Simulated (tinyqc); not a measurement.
Pair of shallow donors (hydrogen-like orbitals): sweeps and comparisons. A value that a table varies takes the place of the one given here.

Each donor has the orbital exp(-r/a); energy unit Ha* = q/(eps a), q = e^2/(4 pi eps0), so that a lone donor is bound by Ha*/2; x = R/a. One electron: S = (1 + x + x^2/3) exp(-x), j = 1/x - (1 + 1/x) exp(-2x), k = (1 + x) exp(-x); levels E(+/-) = -1/2 - (j +/- k)/(1 +/- S) in Ha*, without the repulsion of the ions, split by D = |E(-) - E(+)|. In six valleys the overlaps S and k are multiplied by v = [cos(K Rx) + cos(K Ry) + cos(K Rz)]/3, K = k0 (2 pi/a_lat), for isotropic envelopes and the symmetric valley state.

Two electrons, Heitler-London: with S' = (1 - x + x^2/3) exp(x), C = 1/x - exp(-2x)(1/x + 11/8 + 3x/4 + x^2/6), X = (1/5){exp(-2x)(25/8 - 23x/4 - 3x^2 - x^3/3) + (6/x)[S^2 (0.5772157 + ln x) + S'^2 Ei(-4x) - 2 S S' Ei(-2x)]}, Q = C - 2j + 1/x and A = X - 2 S k + S^2/x, the singlet and triplet lie at (Q +/- w A)/(1 +/- w S^2) from two lone donors, with the valley weight w = v^2; the exchange is J = triplet - singlet.

Constants: e^2/(4 pi eps0) = 14.39964547 eV angstrom.

Inputs chosen for the exercise (near those of two donors in Si; shifted at random, so the results belong to these values and not to a real crystal):
- a = 18.1 angstrom (orbital radius)
- eps = 11.4 (dielectric constant)
- a_lat = 5.431 angstrom (lattice constant)
- k0 = 0.85 2 pi/a_lat (valley position)
- sites = ((8, 8, 0), (8.5, 8.5, 0), (9, 9, 0), (9.5, 9.5, 0), (10, 10, 0), (10.5, 10.5, 0), (11, 11, 0), (11.5, 11.5, 0), (12, 12, 0), (12.5, 12.5, 0)) a_lat (positions of the second donor)
- Ns = (0.039, 0.097, 0.23, 0.58, 1.4, 2.9, 5.8) x 1e18/cm^3 (donor densities)
- n = (14.25, 0.25, 0.25) a_lat (separation vector)

## Lattice sites along [110]

D and J for each site, and for v = 1.

Results:

| site | R (angstrom) | v | D (meV) | J (micro-eV) | J for v = 1 |
|---|---|---|---|---|---|
| (8, 8, 0) | 61.4 | 0.539 | 5.12 | 949 | 3.28e+03 |
| (8.5, 8.5, 0) | 65.3 | 0.438 | 3.58 | 467 | 2.45e+03 |
| (9, 9, 0) | 69.1 | -0.059 | 0.411 | 6.21 | 1.82e+03 |
| (9.5, 9.5, 0) | 73.0 | 0.927 | 5.79 | 1.15e+03 | 1.34e+03 |
| (10, 10, 0) | 76.8 | -0.333 | 1.74 | 109 | 981 |
| (10.5, 10.5, 0) | 80.6 | 0.927 | 4.20 | 614 | 715 |
| (11, 11, 0) | 84.5 | -0.059 | 0.222 | 1.77 | 518 |
| (11.5, 11.5, 0) | 88.3 | 0.438 | 1.42 | 71.6 | 374 |
| (12, 12, 0) | 92.2 | 0.539 | 1.48 | 78.2 | 269 |
| (12.5, 12.5, 0) | 96.0 | -0.138 | 0.321 | 3.67 | 192 |

Over these sites the envelope alone changes J by a factor 17, and the valley factor v^2 by 251; J runs from 1.77 at (11, 11, 0) to 1.15e+03 micro-eV at (9.5, 9.5, 0). Along [110] only two valleys keep their phase, so v = (1 + 2 cos)/3 can pass through zero. J does not fall steadily with distance.

## From lone donors to an impurity band (impurity band of shallow donors (Hubbard estimate))

Donors on a simple cubic lattice of spacing R = N^(-1/3) (1/angstrom^3 = 1e24/cm^3), Ha* = q/(eps a), q = e^2/(4 pi eps0), x = R/a. Hopping t = Ha* (1 + x) exp(-x), band width B = 12 t, on-site repulsion U = (5/8) Ha*; the gap closes near B/U = 1.15. Valley factors and disorder are left out.

Results:

| N (1e18/cm^3) | R (angstrom) | N^(1/3) a | t (meV) | B (meV) | B/U |
|---|---|---|---|---|---|
| 0.039 | 294.9 | 0.061 | 0.000101 | 0.00122 | 2.79e-05 |
| 0.097 | 217.6 | 0.083 | 0.00545 | 0.0654 | 0.00150 |
| 0.23 | 163.2 | 0.111 | 0.0848 | 1.02 | 0.0233 |
| 0.58 | 119.9 | 0.151 | 0.706 | 8.47 | 0.194 |
| 1.4 | 89.4 | 0.202 | 2.97 | 35.6 | 0.817 |
| 2.9 | 70.1 | 0.258 | 7.06 | 84.8 | 1.94 |
| 5.8 | 55.7 | 0.325 | 13.1 | 158 | 3.61 |

B/U passes 1.15 between 1.4 and 2.9 x 1e18/cm^3; the root is x = 4.52, N^(1/3) a = 0.221, N = 1.8 x 1e18/cm^3, below the 3 that the empirical rule N^(1/3) a = 0.26 gives; the estimate is rough, since random positions, the overlap of the orbitals and screening are left out. While N grows by 149 times, t grows by 1.29e+05 times.

## What each parameter does

x, D = |E(-) - E(+)| and J. Each row changes one parameter from the base and keeps the others.

Results:

| case | x | D (meV) | J (micro-eV) |
|---|---|---|---|
| base | 4.277 | 2.086 | 156 |
| a = 16.3 angstrom | 4.749 | 1.627 | 85.0 |
| eps = 12.5 | 4.277 | 1.902 | 142 |
| k0 = 0.83 2 pi/a_lat | 4.277 | 1.690 | 103 |
| n = (15.25, 0.25, 0.25) a_lat | 4.577 | 1.960 | 137 |

The largest shifts from the base row, up to three for each result and ties (the steps differ in size, so this ranks the rows, not the parameters). x: a +0.472, n +0.300; unchanged at the printed digits by eps and k0. D (meV): a -0.459, k0 -0.396, eps -0.184. J (micro-eV): a -71.1, k0 -53.3, n -19.2.

Run: tinyqc, `OMP_NUM_THREADS=1 python tinyqc.py 1281712 1281713 out.jsonl`; Intel(R) Xeon(R) Processor @ 2.30GHz, one thread, shared host; about 0.01 s of CPU time with all checks.
